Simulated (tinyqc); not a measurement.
# Short-channel transistor, virtual-source model with series resistance, step by step

tinyqc, about 0.01 s, one thread, Intel Xeon 2.30GHz (shared host): `OMP_NUM_THREADS=1 python tinyqc.py 2380059 2380060 out.jsonl` Printed values are rounded.

The current per gate width is the charge at the top of the source barrier (the virtual source) times its velocity times a saturation function; al and be are fitting constants of the model. Units: I in uA/um, Rs in ohm um, so I Rs = 1e-6 I Rs in volts; Q in uC/cm^2, so I = 1e-4 Q vx0 Fsat with vx0 in cm/s.

Values chosen for this exercise:
- T = 250 K (temperature)
- Cinv = 3.57 uF/cm^2 (inversion capacitance)
- vx0 = 5.19e6 cm/s (velocity at the virtual source)
- mu = 1200 cm^2/(V s) (apparent mobility)
- L = 12 nm (channel length)
- VT0 = 0.39 V (threshold at zero drain voltage)
- dl = 0.194 V/V (drain-induced barrier lowering)
- n0 = 1.57 (subthreshold factor)
- nd = 0.05 1/V (growth of n with drain voltage)
- al = 3.5 (threshold shift (in units of Vt) from weak to strong inversion)
- be = 2 (sharpness of saturation)
- Rs = 70 ohm um (series resistance of each contact)
- Vgs = 0.51 V (gate voltage)
- Vds = 0.6 V (drain voltage)

Constants: q = 1.602176634e-19 C, kB = 1.380649e-23 J/K, Vt = kB T/q. Results are converted to the units shown.

## Iteration 1: current through the series resistance

I at the start = 0 uA/um

Intrinsic voltages Vg' = Vgs - I Rs, Vd' = Vds - 2 I Rs. n = n0 + nd Vd', VT = VT0 - dl Vd', Ff = 1/(1 + exp((Vg' - VT + al Vt/2)/(al Vt))), Q = Cinv n Vt ln(1 + exp((Vg' - VT + al Vt Ff)/(n Vt))), Vdsat = (vx0 L/mu)(1 - Ff) + Vt Ff, Fsat = u/(1 + u^be)^(1/be) with u = Vd'/Vdsat, and I(out) = Q vx0 Fsat per width. (Fsat takes the sign of u.) I(new) = I + 0.5 (I(out) - I).

Vg' = 0.51 V
Vd' = 0.6 V
VT = 0.2736 V
Ff = 0.0257005
Q = 0.850988 uC/cm^2
Vdsat = 0.00561029 V
Fsat = 0.999956
I(out) = 441.644 uA/um
I after iteration 1 = 220.822 uA/um

## Iteration 2: current through the series resistance

As before.

Vg' = 0.494542 V
Vd' = 0.569085 V
VT = 0.279598 V
Ff = 0.0338734
Q = 0.776694 uC/cm^2
Vdsat = 0.00574394 V
Fsat = 0.999949
I(out) = 403.083 uA/um
I after iteration 2 = 311.953 uA/um

## Iteration 3: current through the series resistance

As before.

Vg' = 0.488163 V
Vd' = 0.556327 V
VT = 0.282073 V
Ff = 0.0379339
Q = 0.746239 uC/cm^2
Vdsat = 0.00581035 V
Fsat = 0.999945
I(out) = 387.277 uA/um
I after iteration 3 = 349.615 uA/um

## Course of the iteration: current through the series resistance

Stop when I changes by less than 1e-7 uA/um, or after 80 iterations.

Course of the iteration:
```
iteration  I (uA/um)  |change| (uA/um)
1            220.822               221
2            311.953              91.1
3            349.615              37.7
4            365.190              15.6
5            371.633              6.44
6            374.299              2.67
7            375.402              1.10
8            375.858             0.456
9            376.047             0.189
...              ...               ...
18           376.180           6.71e-5
19           376.180           2.78e-5
20           376.180           1.15e-5
21           376.180           4.75e-6
22           376.180           1.97e-6
23           376.180           8.14e-7
24           376.180           3.37e-7
25           376.180           1.39e-7
26           376.180           5.77e-8
```

Converged in 26 iterations. At the end each change is about 0.41 times the one before: linear convergence.

## What the series resistance costs

converged I = 376.180 uA/um
I0 = 441.644 uA/um

Intrinsic voltages Vg' = Vgs - I Rs, Vd' = Vds - 2 I Rs. n = n0 + nd Vd', VT = VT0 - dl Vd', Ff = 1/(1 + exp((Vg' - VT + al Vt/2)/(al Vt))), Q = Cinv n Vt ln(1 + exp((Vg' - VT + al Vt Ff)/(n Vt))), Vdsat = (vx0 L/mu)(1 - Ff) + Vt Ff, Fsat = u/(1 + u^be)^(1/be) with u = Vd'/Vdsat, and I = Q vx0 Fsat per width. I0 is the current for Rs = 0. Effective velocity I/Q; transit time L Q/I.

loss against I0 = 14.8227 %
effective velocity = 5.18970e6 cm/s
transit time = 0.231227 ps

The carriers leave the virtual source at 100 % of vx0: the device is in saturation.
